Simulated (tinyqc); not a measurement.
Errors against cell size: correction of a charged-defect supercell by a model charge and potential alignment (plane-averaged potentials). Computed by tinyqc, a small Python program. Command: `OMP_NUM_THREADS=1 python tinyqc.py 3112222 3112223 out.jsonl align walk`. One thread of a shared host (Intel(R) Xeon(R) Processor @ 2.30GHz), about 0.01 s of CPU time with the checks.

The "true" defect charge is (1 - x) q in a Gaussian of width sigma plus x q in one of width sigma_t, so the exact answer is known; the correction sees only a single model Gaussian of width sigma_m. A Gaussian of width s has the transform rho(G) = exp(-G^2 s^2/2), normalised to 1. A uniform background cancels q, so G = 0 is left out. Potentials are those felt by a unit positive charge. E_0 is the formation energy of the isolated defect, E_cell its value in the supercell, E_lat = E_iso - E_per of the model charge, C the true less the model potential far from the defect; the exact correction is E_0 - E_cell, and the error of a scheme is E_cell plus its correction less E_0.

Inputs (values chosen for the exercise, with screening close to that of GaAs):
```
quantity                               value      unit
defect charge q                            2         e
dielectric constant eps                 12.8         -
edge of the cubic cell L                16.9  angstrom
width sigma of the true defect charge    1.4  angstrom
width sigma_m of the model charge        1.1  angstrom
share x of the charge in a wide tail    0.22         -
width sigma_t of the tail                2.7  angstrom
```

Constants: e^2/(4 pi eps_0) = 14.39964548 eV angstrom.

Method:
- Periodic energy E_per = (2 pi q^2/(eps L^3)) (e^2/(4 pi eps_0)) sum_(G != 0) rho(G)^2/G^2, G = (2 pi/L)(n1, n2, n3), |n_i| <= 16. Isolated energy: two Gaussians of charges q_a, q_b and widths a, b interact by q_a q_b (e^2/(4 pi eps_0 eps)) sqrt(2/pi)/sqrt(a^2 + b^2), and the self-energy is half the sum over pairs.
- Plane-averaged potential at distance z from the defect: V(z) = (4 pi q/(eps L^3)) (e^2/(4 pi eps_0 e)) sum_(m != 0) rho(G_m) cos(G_m z)/G_m^2, G_m = 2 pi m/L, |m| <= 40.
- Schemes: none; point-charge term alpha q^2 e^2/(4 pi eps_0 eps 2 L), alpha = 2.837297; E_lat of the model; E_lat - q C with C at z = L/2.

Error against E_0 (meV):
```
L (angstrom)     none  point charge  model charge  model and alignment
11.8          -487.24        53.754        32.932               2.3087
14.4          -413.66        29.654        18.197               0.3747
16.9          -359.39        18.349        11.261               0.0561
20.3          -303.88        10.588         6.498               0.0033
```

What does the comparison show, and why?

Between the last two rows the uncorrected error scales as L^-0.92 and the point-charge remainder as L^-3.00. With alignment the error is +2.3 meV in the smallest cell and 0.00 meV in the largest.

Extremes, crossings and ranges named in words are read from the listed rows.
